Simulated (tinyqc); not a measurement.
Same peak temperature, different pulse lengths: millisecond and nanosecond annealing: surface heating, thermal budget and solid-phase regrowth. Computed by tinyqc, a small Python program. Command: `OMP_NUM_THREADS=1 python tinyqc.py 3004342 3004343 out.jsonl flash walk`. One thread of a shared host (Intel(R) Xeon(R) Processor @ 2.30GHz), about 0.01 s of CPU time with the checks.

A square pulse heats the surface of a thick wafer with constant thermal properties; losses by radiation are neglected and silicon melts at 1414 C.

Inputs (values chosen for the exercise, modelled on hot silicon with boron): incident fluence = 49 J/cm^2; pulse length t_p = 0.013 s; reflectance R = 0.37; thermal conductivity k = 0.26 W/(cm K); heat capacity per volume c = 2.17 J/(cm^3 K); preheat temperature T0 = 700 C; wafer thickness d = 775 um; dopant prefactor D0 = 0.907 cm^2/s; dopant activation energy E = 3.49 eV; regrowth prefactor v0 = 3.8e+08 cm/s; regrowth energy E_v = 2.72 eV; amorphous layer = 6.5 nm.

Source: flash lamp.

Constants: k_B = 8.617333262e-05 eV/K.

Method:
- Absorbed flux q = (1 - R) fluence/t_p; kappa = k/c. With f(z, t) = (2 q/k) sqrt(kappa t) ierfc(z/(2 sqrt(kappa t))), ierfc(x) = exp(-x^2)/sqrt(pi) - x erfc(x): T = T0 + f(z, t) during the pulse and T0 + f(z, t) - f(z, t - t_p) after it.
- At the surface the rise at the end of the pulse is 2 q sqrt(t_p/(pi k c)); the fluence that just melts the surface scales with (1414 - T0).
- Temperatures in kelvin are T(C) + 273.15.
- Integrate exp(-E/(k_B T(t))) at the surface from 0 to 10 t_p (Gauss-Legendre, 60 points in sqrt(t) up to t_p and 60 in sqrt(t - t_p) after it). (Dt) = D0 x integral with E; regrowth = v0 x integral with E_v; effective time = integral/exp(-E/(k_B T_peak)).
- For each t_p the flux is set so that the peak temperature stays the same: q sqrt(t_p) is fixed.

absorbed flux q = 2374.62 W/cm^2

kappa = 0.119816 cm^2/s

Pulses:
```
t_p (s)   fluence (J/cm^2)  q (W/cm^2)  thermal length (um)  2 sqrt(Dt) (nm)  regrowth (nm)
1.00e-07        1.3590e-01  8.5618e+05           1.0946e+00       1.2250e-03     1.3693e-02
1.00e-06        4.2976e-01  2.7075e+05           3.4614e+00       3.8739e-03     1.3693e-01
1.00e-05        1.3590e+00  8.5618e+04           1.0946e+01       1.2250e-02     1.3693e+00
1.00e-04        4.2976e+00  2.7075e+04           3.4614e+01       3.8739e-02     1.3693e+01
3.00e-04        7.4436e+00  1.5632e+04           5.9954e+01       6.7098e-02     4.1080e+01
1.00e-03        1.3590e+01  8.5618e+03           1.0946e+02       1.2250e-01     1.3693e+02
3.00e-03        2.3539e+01  4.9432e+03           1.8959e+02       2.1218e-01     4.1080e+02
1.00e-02        4.2976e+01  2.7075e+03           3.4614e+02       3.8739e-01     1.3693e+03
```

What does the comparison show, and why?

Fluence and diffusion length grow as sqrt(t_p), regrowth as t_p. The layer of 6.5 nm regrows from t_p = 0.0001 s on among these rows, at a diffusion length of 0.039 nm. Caution: heat reaches the back of the wafer, which is no longer thick. Caution: the shortest pulses need a source absorbed within their thermal length, and the longest also heat the back of the wafer, which the thick-wafer formula leaves out. Caution: seconds at the preheat temperature would regrow the layer before any pulse.

Extremes, crossings and ranges named in words are read from the listed rows.
